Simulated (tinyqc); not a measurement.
From results back to parameters: carrier statistics of a doped semiconductor with parabolic bands. Four cases, with inputs chosen for the exercise.

Problem. ni^2 = C^2 (T/300 K)^3 exp(-Eg(T)/kB T) with Eg(T) = Eg0 - al T^2/(T + be). Two intrinsic densities were computed from hidden Eg0 and C = sqrt(Nc Nv) at 300 K.

Constants: kB = 8.617333262e-05 eV/K.

Find: Eg0; C.

Method. y(T) = 2 ln ni - 3 ln(T/300) - al T/((T + be) kB) equals 2 ln C - Eg0/(kB T), a straight line in 1/T; two points give slope and intercept.

Case 1.

Values chosen (near those of GaP; the results hold for these values, not for the real material): al = 0.000576 eV/K (Varshni alpha); be = 365 K (Varshni beta); T1 = 260 K; T2 = 420 K.

ni(T1) = 0.00100181 1/cm^3
ni(T2) = 1.56942e+06 1/cm^3

Solution.

Eg0 = 2.359 eV
C = 2.26e+19 1/cm^3

Case 2.

Values chosen (near those of GaAs; the results hold for these values, not for the real material): al = 0.000536 eV/K (Varshni alpha); be = 205 K (Varshni beta); T1 = 320 K; T2 = 410 K.

ni(T1) = 1.38477e+07 1/cm^3
ni(T2) = 1.05442e+10 1/cm^3

Solution.

Eg0 = 1.529 eV
C = 2.07e+18 1/cm^3

Case 3.

Values chosen (near those of Ge; the results hold for these values, not for the real material): al = 0.000481 eV/K (Varshni alpha); be = 234 K (Varshni beta); T1 = 300 K; T2 = 470 K.

ni(T1) = 2.01364e+13 1/cm^3
ni(T2) = 9.53509e+15 1/cm^3

Solution.

Eg0 = 0.742 eV
C = 7.18e+18 1/cm^3

Case 4.

Values chosen (near those of Si; the results hold for these values, not for the real material): al = 0.000467 eV/K (Varshni alpha); be = 644 K (Varshni beta); T1 = 320 K; T2 = 420 K.

ni(T1) = 3.28459e+10 1/cm^3
ni(T2) = 8.91089e+12 1/cm^3

Solution.

Eg0 = 1.164 eV
C = 1.78e+19 1/cm^3

Computed by tinyqc, one run a case: `OMP_NUM_THREADS=1 python tinyqc.py N N+1 out.jsonl` with N = 1651609, 1651621, 1651642, 1651669; one thread of a shared Intel(R) Xeon(R) Processor @ 2.30GHz, about 0.01 s a run at most.
